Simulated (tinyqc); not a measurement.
## Electron continuity equation in a given potential, Scharfetter-Gummel discretisation: current and errors against the applied potential

Steady state in one dimension: J = q mu n E + q D dn/dx with E = -dpsi/dx and D = mu Vt, dJ/dx = 0, fixed densities nL and nR at the ends. The potential is given, psi = 0 for x < L/2 and U (2 x/L - 1) beyond, and is not changed by the electrons.

9 equal intervals. Fluxes J_i = (q D/h)(n_(i+1) P_i - n_i Q_i), d_i = (psi_(i+1) - psi_i)/Vt: Scharfetter-Gummel P = B(d), Q = B(-d), B(d) = d/(exp(d) - 1); central P = 1 - d/2, Q = 1 + d/2; upwind P = 1 + max(-d, 0), Q = 1 + max(d, 0). Balance at each inner node: J_i - J_(i-1) = 0. The reference is Scharfetter-Gummel on 4000 intervals or more. Errors are those of J on the first interval against the reference at its midpoint; errors under 1e-6 % are printed as 0.

Parameters, values chosen for the exercise; mobility close to that of cadmium telluride at room temperature: temperature T = 325 K; electron mobility mu = 992 cm^2/(V s); length of the region L = 13 um; density at x = 0 nL = 2e14 cm^-3; density at x = L nR = 0 cm^-3.

Constants: q = 1.602176634e-19 C, kB = 1.380649e-23 J/K, Vt = kB T/q. Results are converted to the units shown.

Current and errors against the applied potential:
columns A: U (V); B: largest |d|; C: reference J (A/cm^2); D: SG error (%); E: central error (%); F: upwind error (%); G: most negative central n (cm^-3), 0 if none
```
A            B          C         D        E       F         G
-0.013  0.1032    -0.6027    -0.128   -0.186    3.27         0
-0.05   0.3967    -0.3624    -0.311    -2.24    26.2         0
-0.13    1.032   -0.05921    -0.148    -35.5     264         0
-0.25    1.984  -0.001622  -9.35e-3     -100    4450         0
-0.38    3.015  -2.379e-5  -2.64e-4   1.82e4  1.17e5  -5.71e12
-0.55    4.364  -7.957e-8    0.0216  -2.78e7  1.27e7  -8.49e12
```

The reference current rises from -0.603 to -7.96e-8 A/cm^2. The largest errors in size are 0.31 % (Scharfetter-Gummel), 2.8e7 % (central) and 1.3e7 % (upwind). Central differences give negative densities for U = -0.38, -0.55 V; these rows have |d| above 2, which makes negative values possible though not certain.

Program tinyqc, `OMP_NUM_THREADS=1 python tinyqc.py 2220129 2220130 out.jsonl`; Intel Xeon 2.30GHz, shared host, one thread, about 0.01 s.
